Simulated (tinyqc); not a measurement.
Polarisation charge from two barrier thicknesses.

Inverse problem. Voff = phiB - dEc - q sigma d/(eps0 eb). Find sigma, phiB - dEc and the thickness at which Voff = 0.

Constants: q = 1.602176634e-19 C, eps0 = 8.8541878128e-14 F/cm where lengths are in cm. Results are converted to the units shown.

Voff at d = 17 and 30 nm (V): -3.4138331  -6.5895291
eb = 9.5022000

Solution. Voff is a straight line in d: its slope is -q sigma/(eps0 eb) and its intercept phiB - dEc.

sigma = 1.28e13 cm^-2
phiB - dEc = 0.739 V
thickness for Voff = 0 = 3.03 nm

Computed by the program tinyqc: `OMP_NUM_THREADS=1 python tinyqc.py 2180048 2180049 out.jsonl`, one thread of a shared Intel Xeon 2.30GHz, about 0.01 s for the whole run.
